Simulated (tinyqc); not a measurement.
Doping from two capacitances.

Question. An abrupt p-n junction obeys 1/C^2 = 2 (Vbi - V)/(q eps0 eps_r Ne), Ne = Na Nd/(Na + Nd), Vbi = Vt ln(Na Nd/ni^2), V the bias of the p side. Na is known to be the larger doping. Find Ne, Vbi, Na and Nd.

Parameters, values chosen for the exercise: temperature T = 273 K; relative permittivity eps_r = 11.9.

Constants: q = 1.602176634e-19 C, kB = 1.380649e-23 J/K, Vt = kB T/q, eps0 = 8.8541878128e-14 F/cm where lengths are in cm. Results are converted to the units shown.

C at V = -0.7 and -2.3 V (nF/cm^2): [167.35372, 120.19496]
ni = 7.1127555e8 cm^-3

Answer. The slope of 1/C^2 against -V gives Ne and its intercept Vbi. Then Na Nd = ni^2 exp(Vbi/Vt) and Na + Nd = Na Nd/Ne, so both are roots of one quadratic.

Ne = 5.66e17 cm^-3
Vbi = 1.00 V
Na = 2.40e18 cm^-3
Nd = 7.40e17 cm^-3

Computed by the program tinyqc: `OMP_NUM_THREADS=1 python tinyqc.py 2000035 2000036 out.jsonl`, one thread of a shared Intel Xeon 2.30GHz, about 0.02 s for the whole run.
